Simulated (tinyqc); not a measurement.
Coherent transport through a tight-binding region between two chains, step by step. One step of it, computed by the program tinyqc.

Problem. Transmission at E = 0.51 eV. Surface Green function g = (E - i sqrt(4 t^2 - E^2)) / (2 t^2); self-energy tc^2 g on each contact site; G = (E - H - Sigma)^(-1); Gamma = -2 Im Sigma; T = Gamma_L Gamma_R |G_LR|^2; local density of states -Im G_ii / pi.

H of the central region (eV):
```
,1,2,3,4,5,6
1,0.000000,-0.970000,0.000000,0.000000,0.000000,0.000000
2,-0.970000,0.000000,-0.430000,0.000000,0.000000,0.000000
3,0.000000,-0.430000,0.000000,-1.290000,0.000000,0.000000
4,0.000000,0.000000,-1.290000,0.000000,-0.800000,0.000000
5,0.000000,0.000000,0.000000,-0.800000,0.000000,-1.500000
6,0.000000,0.000000,0.000000,0.000000,-1.500000,0.000000
```

Leads: semi-infinite chains with site energy 0:
```
parameter,value
lead hopping t (eV),1.000000
coupling to the left lead (eV),0.670000
coupling to the right lead (eV),0.350000
left contact site,1
right contact site,6
```

E = 0.510000 eV

Give: g; G; local density of states; transmission.

Solution.

g = 0.255-0.967i 1/eV

G (1/eV):
```
,1,2,3,4,5,6
1,-0.745-0.289i,1.205+0.451i,0.250+0.117i,-0.501-0.197i,-0.084-0.064i,0.296+0.127i
2,1.205+0.451i,-0.290-0.723i,-0.050-0.160i,0.116+0.304i,0.006+0.064i,-0.064-0.184i
3,0.250+0.117i,-0.050-0.160i,-0.506-0.075i,0.992+0.083i,0.183+0.068i,-0.591-0.067i
4,-0.501-0.197i,0.116+0.304i,0.992+0.083i,-0.431-0.134i,-0.074-0.048i,0.255+0.088i
5,-0.084-0.064i,0.006+0.064i,0.183+0.068i,-0.074-0.048i,-0.248-0.079i,0.791+0.053i
6,0.296+0.127i,-0.064-0.184i,-0.591-0.067i,0.255+0.088i,0.791+0.053i,-0.405-0.065i
```

local density of states (1/eV): 0.092  0.230  0.024  0.043  0.025  0.021

transmission = 0.021
